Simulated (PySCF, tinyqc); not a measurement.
FCI on RHF in the sto-3g basis, for H4, spin multiplicity 1, step by step. The lowest restricted solution is unstable here: a spin-polarised one lies 0.0433 hartree lower (PySCF). One step of it, computed by the program tinyqc.

Task: Iteration 2 (converged): orbitals. Diagonalise F' = X^T F X, C = X C', fill 2 alpha and 2 beta electrons from the bottom; D = 2 C_occ C_occ^T. Each column has its largest component positive (the first on a tie).

converged F (hartree), lower triangle:
```
,1H 1s,2H 1s,3H 1s,4H 1s
1H 1s,-0.158209
2H 1s,-0.348192,-0.158209
3H 1s,-0.043165,-0.031982,-0.158209
4H 1s,-0.031982,-0.043165,-0.348192,-0.158209
```

X, lower triangle:
```
,1H 1s,2H 1s,3H 1s,4H 1s
1H 1s,1.040847
2H 1s,-0.166769,1.040847
3H 1s,-0.027564,-0.001930,1.040847
4H 1s,-0.001930,-0.027564,-0.166769,1.040847
```

Give: F' = X^T F X; orbital energies; coefficients C; D after iteration 2.

Result:

F' = X^T F X (hartree), lower triangle:
```
,1,2,3,4
1,-0.053
2,-0.331,-0.053
3,-0.030,-0.002,-0.053
4,-0.002,-0.030,-0.331,-0.053
```

orbital energies (hartree): MO1 -0.415, MO2 -0.352, MO3 0.250, MO4 0.306

coefficients C:
```
,MO1,MO2,MO3,MO4
1H 1s,0.422,0.452,0.591,0.617
2H 1s,0.422,0.452,-0.591,-0.617
3H 1s,0.422,-0.452,0.591,-0.617
4H 1s,0.422,-0.452,-0.591,0.617
```

D after iteration 2, lower triangle:
```
,1H 1s,2H 1s,3H 1s,4H 1s
1H 1s,0.765
2H 1s,0.765,0.765
3H 1s,-0.052,-0.052,0.765
4H 1s,-0.052,-0.052,0.765,0.765
```
